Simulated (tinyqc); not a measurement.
Scaling with the misfit: strain-driven roughening and islands of a mismatched epitaxial film. Computed by tinyqc, a small Python program. Command: `OMP_NUM_THREADS=1 python tinyqc.py 3013809 3013810 out.jsonl island walk`. One thread of a shared host (Intel(R) Xeon(R) Processor @ 2.30GHz), about 0.01 s of CPU time with the checks.

Film and substrate share isotropic elastic constants; the film is coherent and biaxially strained.

Inputs (values chosen for the exercise, modelled on GaN on AlN):

| quantity | value | unit |
|---|---|---|
| misfit \|f\| | 0.0232 | - |
| shear modulus G | 118 | GPa |
| Poisson ratio nu | 0.21 | - |
| surface energy gamma | 1.79 | J/m^2 |
| contact angle of the shallow shape theta_1 | 11.6 | degrees |
| contact angle of the steep shape theta_2 | 23.8 | degrees |
| facet energy of shape 1 over gamma | 1.008 | - |
| facet energy of shape 2 over gamma | 1.032 | - |
| surface mobility D_s nu_s Omega^2/(k_B T) | 8.1e-33 | m^6/(J s) |

Transport: surface diffusion.

Constants: e = 1.602176634e-19 C.

Method:
- M = 2 G (1 + nu)/(1 - nu); stress = M f; energy density w = M f^2.
- A ripple A cos(k x) has the surface chemical potential per volume [gamma k^2 - 2 (1 + nu) w k] A cos(k x), so k_c = 2 (1 + nu) w/gamma. With surface diffusion the amplitude grows at the rate q = B k^2 [2 (1 + nu) w k - gamma k^2], fastest at k_m = (3/4) k_c. B is the surface mobility.
- Shallow faceted island (Tersoff form): E = 4 Gam V^(2/3) tan^(1/3)(theta) - 6 c V tan(theta), Gam = gamma [x/sin(theta) - 1/tan(theta)], x the facet energy over gamma, c = stress^2 (1 - nu)/(2 pi G).
- The barrier is the maximum of E, at V_c = [4 Gam/(9 c)]^3 / tan^2(theta) (1 GPa nm = 1 J/m^2).
- V_c = [4 Gam/(9 c)]^3/tan^2(theta), barrier = (4/3) Gam V_c^(2/3) tan^(1/3)(theta); the growth time is 1/q at k_m.

fastest wavelength = 31.8500 nm

growth time 1/q at k_m = 0.136617 s

critical volume, shape 1 = 80.2250 nm^3

barrier, shape 1 = 23.1062 eV

Misfit scaled at fixed constants:

| \|f\| (%) | fastest wavelength (nm) | growth time (s) | V_c of shape 1 (nm^3) | barrier of shape 1 (eV) |
|---|---|---|---|---|
| 0.580 | 509.60 | 8.9533e+03 | 3.2860e+05 | 5.9152e+03 |
| 0.812 | 260.00 | 6.0668e+02 | 4.3642e+04 | 1.5398e+03 |
| 1.160 | 127.40 | 3.4974e+01 | 5.1344e+03 | 3.6970e+02 |
| 1.624 | 65.00 | 2.3698e+00 | 6.8190e+02 | 9.6236e+01 |
| 2.320 | 31.85 | 1.3662e-01 | 8.0225e+01 | 2.3106e+01 |
| 3.248 | 16.25 | 9.2572e-03 | 1.0655e+01 | 6.0147e+00 |

What follows from these numbers?

Halving the misfit stretches the wavelength 4 times, the barrier 16 times, the volume 64 times and the time 256 times: f^(-2), f^(-4), f^(-6), f^(-8). Over these rows the time spans 6.0 decades: strongly mismatched films tend to roughen first, while dilute alloys have time to stay flat. Rows with wavelengths under 10 nm or volumes under 5 nm^3 are beyond the continuum picture.

Extremes, crossings and ranges named in words are read from the listed rows.
